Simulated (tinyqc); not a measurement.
AlGaN/GaN HEMT with access regions, lumped model: two steps of the calculation.

A polarisation-induced electron sheet under a Schottky gate, in series with two ungated access regions and contacts. Drift law v = mu E/(1 + mu E/vs) under the gate. Currents in mA/mm, resistances in ohm mm. No self-heating, no channel-length modulation; fits for polarisation, barrier and offset are chosen for the exercise.

Inputs (values chosen for the exercise); values close to those of AlGaN/GaN structures:
- x = 0.3 (aluminium share of the barrier)
- d = 12 nm (barrier thickness)
- eps_r = 9.1 (relative permittivity of barrier and channel)
- mu = 1500 cm^2/(V s) (channel mobility)
- vs = 1.1e7 cm/s (saturation velocity)
- Lg = 0.15 um (gate length)
- Ls = 1 um (source access length)
- Ld = 16 um (drain access length)
- Rc = 0.35 ohm mm (resistance of each contact)
- ft = 0 (share of the drain-access electrons removed by traps)
- Vg = 0.5 V (gate voltage)
- Ec = 3 MV/cm (critical field)
- te = 0.31 um (depth over which the depleted charge spreads)
- tf = 50 nm (insulator under the field plate)
- ei = 7.5 (relative permittivity of that insulator)

Constants: q = 1.602176634e-19 C, eps0 = 8.8541878128e-14 F/cm where lengths are in cm. Results are converted to the units shown.

Question 1. Polarisation charge, threshold and sheet resistance. sigma = (5e13 x + 1.6e13 x^2) cm^-2, phiB = 0.84 + 1.3 x, dEc = 0.7 (1.71 x + x^2) in volts, Cb = eps0 eps_r/d, VT = phiB - dEc - q sigma/Cb, access density n0 = -Cb VT/q. Rsh = 1/(q mu n0); largest access current q n0 vs.

Find: sigma; Cb; VT; n0; Rsh; q n0 vs.

Answer 1.

sigma = 1.6440e13 cm^-2
Cb = 0.67144 uF/cm^2
VT = -3.1150 V
n0 = 1.3054e13 cm^-2
Rsh = 318.75 ohm
q n0 vs = 2300.7 mA/mm

Question 2. On-resistance and breakdown. Ron = 2 Rc + Ls/(q mu n0) + Ld/(q mu (1 - ft) n0) + Lg/(mu Cb (Vg - VT)). Off state: a depleted stretch that holds the voltage V has the peak field sqrt(k V), k = 2 q n0/(eps0 eps_r te), so one edge holds V1 = Ec^2/k. The sheet under the plate pinches off at Vf = q n0 (1/Cb + tf/(eps0 ei)); beyond it the gate edge is screened. BV = V1 if Vf >= V1, else Vf + V1, and at most Ec Ld. Specific resistance Ron (Ls + Lg + Ld); figure of merit BV^2 over it.

Give: Ron; Vf; V1; BV; specific resistance; figure of merit.

Answer 2.

Ron = 6.160 ohm mm
Vf = 18.86 V
V1 = 53.74 V
BV = 72.60 V
specific resistance = 1.056 mohm cm^2
figure of merit = 4.990 MW/cm^2

The plate raises BV by a factor of 1.35.

tinyqc, about 0.01 s, one thread, Intel Xeon 2.30GHz (shared host): `OMP_NUM_THREADS=1 python tinyqc.py 2570126 2570127 out.jsonl`
